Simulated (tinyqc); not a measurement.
Exact and approximate surface terms: size effects in the resistivity of thin metal films and interconnect lines. Computed by tinyqc, a small Python program. Command: `OMP_NUM_THREADS=1 python tinyqc.py 3030065 3030066 out.jsonl size walk`. One thread of a shared host (Intel(R) Xeon(R) Processor @ 2.30GHz), about 0.01 s of CPU time with the checks.

Electrons lose their drift at surfaces (a share 1 - p of the hits) and at grain boundaries (reflection R), besides bulk scattering.

Inputs (values chosen for the exercise, modelled on platinum): bulk mean free path lambda = 7.79 nm; specularity p = 0.

Geometry: film.

Method. Fuchs-Sondheimer film: rho_b/rho = 1 - (3/(2 kappa))(1 - p) int_0^1 (s - s^3)(1 - exp(-kappa/s))/(1 - p exp(-kappa/s)) ds, f = rho/rho_b, kappa = thickness/lambda, 80 Gauss-Legendre points. Thick-film form 1 + 3 (1 - p)/(8 kappa); thin-film form (4/3)((1 - p)/(1 + p))/(kappa ln(1/kappa)).

Rho/rho_b:
```
kappa      h (nm)   exact  thick-film form  thin-film form
0.01   7.7900e-02  26.484          38.5000          28.953
0.02   1.5580e-01  15.333          19.7500          17.041
0.05   3.8950e-01   7.728           8.5000           8.902
0.1    7.7900e-01   4.782           4.7500           5.791
0.2    1.5580e+00   3.096           2.8750           4.142
0.5    3.8950e+00   1.916           1.7500               -
1      7.7900e+00   1.462           1.3750               -
2      1.5580e+01   1.221           1.1875               -
5      3.8950e+01   1.081           1.0750               -
10     7.7900e+01   1.039           1.0375               -
```

What does the comparison show, and why?

The thick-film form is within 5 % down to kappa = 2; at kappa = 0.01 it is 1.45 times the exact value and the thin-film form 1.09 times. The resistivity doubles between 1.56 and 3.90 nm. Rows thinner than about 5 nm only illustrate the formulas.

Extremes, crossings and ranges named in words are read from the listed rows.
